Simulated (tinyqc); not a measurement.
Worked calculation: LDA (PW92) atom on a uniform radial grid, spin-unpolarised, for F. Computed by tinyqc, a small Python program that keeps every step. Settings: Z = 9, points = 128, R = 9.6, functional = lda,pw, mixing = 1.0, iteration cap = 82. Command: `OMP_NUM_THREADS=1 python tinyqc.py 24012 24013 out.jsonl` (the two numbers bound the seeds that draw the settings). One thread of a shared host (Intel(R) Xeon(R) Processor @ 2.60GHz), about 0.5 s of CPU time with the checks. Later iterations appear only in the table of the cycle.

## Iteration 1

Spherical atom on a uniform radial grid r_j = j h with h = R/(N + 1), h sum u^2 = 1 and integrals as h times sums, u(0) = u(R) = 0 (atomic units):
```
parameter           value
Z                       9
points N              128
R                9.600000
h                0.074419
mixing           1.000000
electrons in 1s         2
electrons in 2s         2
electrons in 2p         5
```

Three-point differences turn -u''/2 + [l(l+1)/2r^2 - Z/r + V] u = e u into a tridiagonal matrix (diagonal 1/h^2 + potential, off-diagonal -1/2h^2). D = sum f u^2; the Hartree potential y/r solves y'' = -D/r with y(0) = 0, y(R) = N_e; v_xc comes from rho = D/(4 pi r^2); E = sum f e - int D V + int D (V_H/2 + eps_xc); V(new) = V + mixing (V_H + v_xc - V).

eigenvalues (hartree): 1s -36.7585, 2s -9.8560, 2p -10.2262

Every 8th grid point:
```
r         V in     u(1s)      u(2s)     u(2p)         D      V_H       v_xc
0.5953  0.0000    0.1932    -1.2942    1.1979   10.5991  13.8976    -1.4018
1.1907  0.0000    0.0025    -0.4936    0.3200    0.9992   7.5429    -0.4331
1.7860  0.0000  2.52e-05    -0.0865    0.0486    0.0268   5.0389    -0.1137
2.3814  0.0000  2.21e-07    -0.0115    0.0059  4.36e-04   3.7793    -0.0278
2.9767  0.0000  1.82e-09    -0.0013    0.0006  5.42e-06   3.0234    -0.0062
3.5721  0.0000  1.44e-11  -1.39e-04  6.11e-05  5.72e-08   2.5195    -0.0013
4.1674  0.0000         0  -1.37e-05  5.67e-06  5.38e-10   2.1596  -2.52e-04
4.7628  0.0000         0  -1.30e-06  5.05e-07         0   1.8896  -4.81e-05
5.3581  0.0000    0.0000  -1.19e-07  4.36e-08         0   1.6797     0.0000
5.9535  0.0000    0.0000  -1.06e-08  3.68e-09         0   1.5117     0.0000
6.5488  0.0000    0.0000  -9.30e-10  3.04e-10         0   1.3743     0.0000
7.1442  0.0000    0.0000  -7.99e-11  2.47e-11         0   1.2598     0.0000
7.7395  0.0000    0.0000          0         0         0   1.1629     0.0000
8.3349  0.0000    0.0000          0         0         0   1.0798     0.0000
8.9302  0.0000    0.0000          0         0         0   1.0078     0.0000
9.5256  0.0000    0.0000          0         0         0   0.9448     0.0000
```

total energy = -79.467947 hartree

## Iteration 2

As before.

eigenvalues (hartree): 1s -14.9987, 2s 0.0072, 2p 0.1058

Every 8th grid point:
```
r          V in     u(1s)    u(2s)   u(2p)       D     V_H     v_xc
0.5953  12.4958    0.3182  -0.2585  0.0401  0.3442  5.2462  -0.4780
1.1907   7.1098    0.0137  -0.4583  0.0854  0.4569  3.5026  -0.3408
1.7860   4.9252    0.0005  -0.4925  0.1397  0.5826  2.8468  -0.2867
2.3814   3.7515  2.16e-05  -0.4785  0.2029  0.6639  2.4702  -0.2506
2.9767   3.0172  8.50e-07  -0.4510  0.2721  0.7770  2.2107  -0.2297
3.5721   2.5182  3.34e-08  -0.4188  0.3414  0.9333  2.0117  -0.2175
4.1674   2.1593  1.31e-09  -0.3839  0.4037  1.1096  1.8473  -0.2088
4.7628   1.8896  5.13e-11  -0.3470  0.4522  1.2634  1.7042  -0.2003
5.3581   1.6797         0  -0.3084  0.4811  1.3475  1.5754  -0.1903
5.9535   1.5117         0  -0.2681  0.4860  1.3245  1.4575  -0.1777
6.5488   1.3743         0  -0.2265  0.4642  1.1803  1.3490  -0.1622
7.1442   1.2598         0  -0.1838  0.4156  0.9311  1.2497  -0.1434
7.7395   1.1629         0  -0.1401  0.3417  0.6231  1.1598  -0.1213
8.3349   1.0798         0  -0.0957  0.2464  0.3219  1.0792  -0.0953
8.9302   1.0078         0  -0.0508  0.1353  0.0966  1.0078  -0.0638
9.5256   0.9448         0  -0.0057  0.0152  0.0012  0.9448  -0.0163
```

total energy = -76.481641 hartree

## Convergence

Stop when input and output potentials agree to 1e-7.

Course of the cycle (hartree):
```
iteration           E     e(1s)    e(2s)     e(2p)  largest |V(out) - V(in)|
1          -79.467947  -36.7585  -9.8560  -10.2262                  2.56e+01
2          -76.481641  -14.9987   0.0072    0.1058                  1.45e+01
3          -86.897522  -27.8344  -5.1935   -5.0649                  1.17e+01
4          -79.761590  -17.1692  -0.1105    0.0998                  1.08e+01
5          -87.468104  -27.0555  -4.7205   -4.5438                  1.05e+01
6          -80.150206  -17.3947  -0.1332    0.0983                  1.04e+01
7          -87.538016  -26.9550  -4.6572   -4.4747                  1.04e+01
8          -80.201746  -17.4231  -0.1363    0.0981                  1.04e+01
9          -87.547233  -26.9415  -4.6487   -4.4654                  1.04e+01
10         -80.208624  -17.4269  -0.1367    0.0980                  1.04e+01
11         -87.548461  -26.9397  -4.6475   -4.4641                  1.04e+01
...               ...       ...      ...       ...                       ...
72         -80.209683  -17.4275  -0.1368    0.0980                  1.04e+01
73         -87.548651  -26.9394  -4.6473   -4.4639                  1.04e+01
74         -80.209683  -17.4275  -0.1368    0.0980                  1.04e+01
75         -87.548651  -26.9394  -4.6473   -4.4639                  1.04e+01
76         -80.209683  -17.4275  -0.1368    0.0980                  1.04e+01
77         -87.548651  -26.9394  -4.6473   -4.4639                  1.04e+01
78         -80.209683  -17.4275  -0.1368    0.0980                  1.04e+01
79         -87.548651  -26.9394  -4.6473   -4.4639                  1.04e+01
80         -80.209683  -17.4275  -0.1368    0.0980                  1.04e+01
81         -87.548651  -26.9394  -4.6473   -4.4639                  1.04e+01
82         -80.209683  -17.4275  -0.1368    0.0980                  1.04e+01
```

Not converged within 82 iterations: the residual has stopped falling: the iteration swings between two states. Reruns (cap 100 unless said): mixing 0.3: converged in 50; mixing 0.6: converged in 20; the original settings with a cap of 400: not converged. Even converged, this uniform grid resolves the cusp poorly and misses the energy of the atom.
